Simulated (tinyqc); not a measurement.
# Composition and strain of an epitaxial Si(1-x)Ge(x) layer from Raman and X-ray peaks, step by step

A worked calculation. Computed by tinyqc, a small Python program that keeps every step. Command: `OMP_NUM_THREADS=1 python tinyqc.py 3029477 3029478 out.jsonl epiraman walk`. One thread of a shared host (Intel(R) Xeon(R) Processor @ 2.30GHz), about 0.01 s of CPU time with the checks. Intermediate numbers are printed to about 5 digits and carried at full precision; extremes and crossings named in words are read from the listed rows.

A (001) layer, biaxially strained in the plane. The Raman peaks follow empirical lines omega = w0 + c1 x + c3 x^3 + b eps (c3 for Si-Ge alone), with eps the in-plane strain.

Inputs (values chosen for the exercise, modelled on silicon-germanium):

| quantity | value | unit |
|---|---|---|
| Ge fraction x | 0.74 | - |
| degree of relaxation R | 0 | - |
| Ge fraction y of the buffer | 0.66 | - |
| lattice constant of Si | 5.431 | angstrom |
| lattice constant of Ge | 5.658 | angstrom |
| bowing B | 0.029 | angstrom |
| 2 C12/C11 of Si | 0.776 | - |
| 2 C12/C11 of Ge | 0.747 | - |
| Si-Si: w0 | 520.6 | 1/cm |
| Si-Si: c1 | -65.1 | 1/cm |
| Si-Si: strain coefficient b | -685 | 1/cm |
| Si-Ge: w0 | 400.3 | 1/cm |
| Si-Ge: c1 | 23.4 | 1/cm |
| Si-Ge: c3 | -33.3 | 1/cm |
| Si-Ge: strain coefficient b | -591 | 1/cm |
| Ge-Ge: w0 | 280.2 | 1/cm |
| Ge-Ge: c1 | 19.1 | 1/cm |
| Ge-Ge: strain coefficient b | -423 | 1/cm |
| uncertainty of a Raman peak | 0.3 | 1/cm |
| X-ray wavelength | 1.540598 | angstrom |

Substrate: relaxed alloy buffer. Pair of peaks used: Si-Ge and Ge-Ge.

## Lattice constants and strain

Relaxed lattice constant a(x) = a_Si + (a_Ge - a_Si) x - B x (1 - x). In-plane constant a_par = a_sub + R (a(x) - a_sub); eps = a_par/a(x) - 1; eps_perp = -(2 C12/C11) eps with 2 C12/C11 linear in x; a_perp = a(x) (1 + eps_perp). The buffer has a_sub = a(y).

relaxed constant a(x) = 5.5934 angstrom

substrate constant a_sub = 5.5743 angstrom

a_par = 5.5743 angstrom

in-plane strain eps = -3.4126 per mille

strain along the normal = 2.5749 per mille

a_perp = 5.6078 angstrom

The layer is under compression in the plane and is stretched along the normal.

## Raman peaks

Insert x and eps in the three lines; the strain part is b eps.

Si-Si peak = 474.76 1/cm

Si-Ge peak = 406.14 1/cm

Ge-Ge peak = 295.78 1/cm

strain parts (1/cm): Si-Si 2.3376, Si-Ge 2.0168, Ge-Ge 1.4435

Read as unstrained, the Si-Si peak would give x = 0.704 in place of 0.74.

## X-ray (004) reflection

Bragg angle theta = arcsin(2 lambda/a) for (004), for the substrate with a_sub and the layer with a_perp; separation in arc seconds.

theta of the substrate = 33.556 degree

theta of the layer = 33.329 degree

separation, layer less substrate = -816.00 arcsec

## Back from two peaks to composition and strain

Unknowns x and eps (per mille). Newton steps: J d = (measured - model), J = [d omega/dx, d omega/d eps] for the two peaks; start at x = 0.5, eps = 0; stop when |d| < 1e-9. The peaks are rounded to 0.001 per cm; R = (a(x)(1 + eps) - a_sub)/(a(x) - a_sub).

peaks used (1/cm): Si-Ge 406.139, Ge-Ge 295.778

Iterations:

| step | x | eps (per mille) | residual 1 (1/cm) | residual 2 (1/cm) |
|---|---|---|---|---|
| 0 | 0.50000 | 0.0000 | -1.6985e+00 | 6.028 |
| 1 | 0.85811 | 1.9196 | 7.9352e+00 | 0.000 |
| 2 | 0.75486 | -2.7429 | 8.7737e-01 | 0.000 |
| 3 | 0.74028 | -3.4009 | 1.5910e-02 | 0.000 |
| 4 | 0.74001 | -3.4133 | 5.5576e-06 | 0.000 |
| 5 | 0.74001 | -3.4133 | 0 | 0.000 |

recovered x = 0.74001

recovered eps = -3.4133 per mille

recovered R = 0

## Which pair of peaks is best

For each pair invert J = [d omega/dx, d omega/d eps] at the true x. Independent errors of the given size in both peaks give sigma_x and sigma_eps = uncertainty x (norm of the rows of the inverse of J).

Error propagation:

| pair | det J | sigma_x | sigma_eps (per mille) |
|---|---|---|---|
| Si-Si and Si-Ge | 17.030 | 0.015937 | 1.2725 |
| Si-Si and Ge-Ge | 40.6208 | 0.0059458 | 0.50105 |
| Si-Ge and Ge-Ge | 24.530 | 0.0088884 | 0.44849 |

The pair Si-Si and Ge-Ge fixes x best (sigma_x = 0.0059) and Si-Si and Si-Ge worst (0.016), a factor 2.7. Strain moves all peaks the same way, so a good pair needs different ratios of composition slope to strain coefficient, best of opposite sign; the slopes here are -65.1, -31.3 and 19.1 per cm for Si-Si, Si-Ge and Ge-Ge. Errors in the coefficients themselves are not counted.

## Relaxation at fixed composition

(004) Bragg angle theta = arcsin(2 lambda/a), with a = a_perp for the layer and a_sub for the substrate; separation = layer less substrate. The apparent x is the one that a fully strained layer (R = 0) would need to give the same a_perp.

Signatures:

| R | eps (per mille) | Si-Si (1/cm) | Ge-Ge (1/cm) | a_perp (angstrom) | (004) separation (arcsec) | apparent x if R = 0 is assumed |
|---|---|---|---|---|---|---|
| 0.00 | -3.4126 | 474.76 | 295.78 | 5.6078 | -816.00 | 0.74000 |
| 0.15 | -2.9007 | 474.41 | 295.56 | 5.6056 | -763.72 | 0.73488 |
| 0.30 | -2.3888 | 474.06 | 295.34 | 5.6035 | -711.39 | 0.72975 |
| 0.50 | -1.7063 | 473.59 | 295.06 | 5.6006 | -641.54 | 0.72291 |
| 0.70 | -1.0238 | 473.13 | 294.77 | 5.5977 | -571.61 | 0.71606 |
| 0.85 | -0.5119 | 472.78 | 294.55 | 5.5956 | -519.10 | 0.71091 |
| 1.00 | 0.0000 | 472.43 | 294.33 | 5.5934 | -466.54 | 0.70576 |

Full relaxation moves the Si-Si peak by -2.34 per cm and shrinks the X-ray separation to 57 % of its strained value, about 1/(1 + 2 C12/C11). A symmetric reflection alone cannot part x from R: a relaxed layer read as strained gives x = 0.706 in place of 0.74. An asymmetric reflection or a second peak is needed.

Checks made by the program: recovered composition (relative difference 1e-05).
